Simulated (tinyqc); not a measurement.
From results back to parameters: two-node Weyl semimetal on a cubic lattice and its slab. Three cases, with inputs chosen for the exercise.

Problem. Along (0,0,kz) the levels of the bulk are -/+ |M|, M = tz (cos k0 - cos kz), with nodes at +/-k0, 0 < k0 < pi. The planes with M < 0, that is |kz| < k0, each carry a Chern number of size one. The gaps at kz = 0 and pi come from hidden tz and k0.

Case 1.

gaps 2|M| (eV): kz = 0 1.12353, kz = pi 3.67647

Case 2.

gaps 2|M| (eV): kz = 0 2.38699, kz = pi 1.41301

Case 3.

gaps 2|M| (eV): kz = 0 0.41470, kz = pi 0.90530

Find: tz; k0; |sigma_xy| = k0/pi.

Solution. The gaps are 2 tz (1 - cos k0) and 2 tz (1 + cos k0): their sum is 4 tz, and the gap at pi less the gap at 0, over the sum, is cos k0.

Case 1.

tz = 1.200 eV
k0 = 1.010 1/a
|sigma_xy| = k0/pi = 0.321 e^2/(h a)

Case 2.

tz = 0.950 eV
k0 = 1.830 1/a
|sigma_xy| = k0/pi = 0.583 e^2/(h a)

Case 3.

tz = 0.330 eV
k0 = 1.190 1/a
|sigma_xy| = k0/pi = 0.379 e^2/(h a)

Computed by tinyqc, one run a case: `OMP_NUM_THREADS=1 python tinyqc.py N N+1 out.jsonl` with N = 1480122, 1480187, 1480247; one thread of a shared Intel(R) Xeon(R) Processor @ 2.30GHz, about 0.3 s a run at most.
